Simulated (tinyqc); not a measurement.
Inputs raised by 10 %, one at a time: two coupled magnetic layers: synthetic antiferromagnet, spin flop, exchange bias and magnetoresistance. Computed by tinyqc, a small Python program. Command: `OMP_NUM_THREADS=1 python tinyqc.py 3014748 3014749 out.jsonl saf sens`. One thread of a shared host (Intel(R) Xeon(R) Processor @ 2.30GHz), about 1 s of CPU time with the checks.

Moments lie in the plane at the angles p1, p2 from the field. Energy per area: E = J1 cos(p1 - p2) + J2 cos^2(p1 - p2) - B M_s (t1 cos p1 + t2 cos p2) + K (t1 sin^2 p1 + t2 sin^2 p2).

Inputs (values chosen for the exercise, for a model stack):

| quantity | value | unit |
|---|---|---|
| saturation magnetisation M_s | 1110 | kA/m |
| thickness t1 | 4.3 | nm |
| thickness t2 | 4.3 | nm |
| antiferromagnetic coupling J1 | 1.4 | mJ/m^2 |
| biquadratic coupling J2 | 0 | mJ/m^2 |
| in-plane anisotropy K | 2.7 | kJ/m^3 |
| field over the saturation field | 0.47 | - |

Field direction: along the easy axis.

Method:
- The parallel state is stable while the Hessian at p1 = p2 = 0 is positive: with c = J1 + 2 J2 and u = B M_s + 2K, (u t1 - c)(u t2 - c) > c^2, so B_sat M_s = c (1/t1 + 1/t2) - 2K. B_K = 2K/M_s.
- With p1 = 0, p2 = 180 degrees and c2 = J1 - 2 J2 the Hessian is [[c2 + t1 (2K + b), -c2], [-c2, c2 + t2 (2K - b)]], b = B M_s; its determinant vanishes at the positive root of t1 t2 b^2 - c2 (t1 - t2) b - [2K c2 (t1 + t2) + 4 K^2 t1 t2] = 0.
- The lowest minimum of E over both angles (from five starts; of two mirror images the one with p1 >= 0, and for equal layers |p1| <= |p2|).

Runs:

| input moved | from | to | saturation field B_sat (mT) | stability limit B_sf of the antiparallel state (mT) | m/m_sat along B | energy (mJ/m^2) |
|---|---|---|---|---|---|---|
| base run | - | - | 581.77 | 53.643 | 0.47000 | -1.9902 |
| saturation magnetisation M_s (kA/m) | 1110 | 1221 | 528.88 | 48.766 | 0.47000 | -1.9902 |
| thickness t1 (nm) | 4.3 | 4.73 | 555.10 | 67.421 | 0.46981 | -1.9967 |
| thickness t2 (nm) | 4.3 | 4.73 | 555.10 | 40.756 | 0.46981 | -1.9967 |
| antiferromagnetic coupling J1 (mJ/m^2) | 1.4 | 1.54 | 640.43 | 56.240 | 0.47000 | -2.1920 |
| in-plane anisotropy K (kJ/m^3) | 2.7 | 2.97 | 581.28 | 56.284 | 0.47000 | -1.9873 |
| field over the saturation field | 0.47 | 0.517 | 581.77 | 53.643 | 0.51700 | -2.1190 |

Exponents ln(y'/y) / ln(x'/x):

| input | saturation field B_sat | stability limit B_sf of the antiparallel state | m/m_sat along B | energy |
|---|---|---|---|---|
| saturation magnetisation M_s | -1.000 | -1.000 | 0.000 | 0.000 |
| thickness t1 | -0.492 | 2.399 | -0.004 | 0.034 |
| thickness t2 | -0.492 | -2.883 | -0.004 | 0.034 |
| antiferromagnetic coupling J1 | 1.008 | 0.496 | 0.000 | 1.014 |
| in-plane anisotropy K | -0.009 | 0.504 | 0.000 | -0.015 |
| field over the saturation field | 0.000 | 0.000 | 1.000 | 0.658 |

Among the inputs moved here: saturation field B_sat answers most in size to antiferromagnetic coupling J1 (exponent +1.008), and about equally to saturation magnetisation M_s (-1.000); its exponent is below 0.0005 for field over the saturation field. Its exponent -1.000 in saturation magnetisation M_s: energy per area over moment per area. Its exponent +1.008 in antiferromagnetic coupling J1: coupling rules over anisotropy. Stability limit B_sf of the antiparallel state answers most in size to thickness t2 (exponent -2.883), next to thickness t1 (+2.399); its exponent is below 0.0005 for field over the saturation field. Its exponent +0.496 in antiferromagnetic coupling J1: the geometric mean of coupling and anisotropy. Its exponent +0.504 in in-plane anisotropy K: the geometric mean of coupling and anisotropy. m/m_sat along B answers most in size to field over the saturation field (exponent +1.000); its exponent is below 0.0005 for saturation magnetisation M_s, antiferromagnetic coupling J1, in-plane anisotropy K. energy answers most in size to antiferromagnetic coupling J1 (exponent +1.014), next to field over the saturation field (+0.658); its exponent is below 0.0005 for saturation magnetisation M_s.
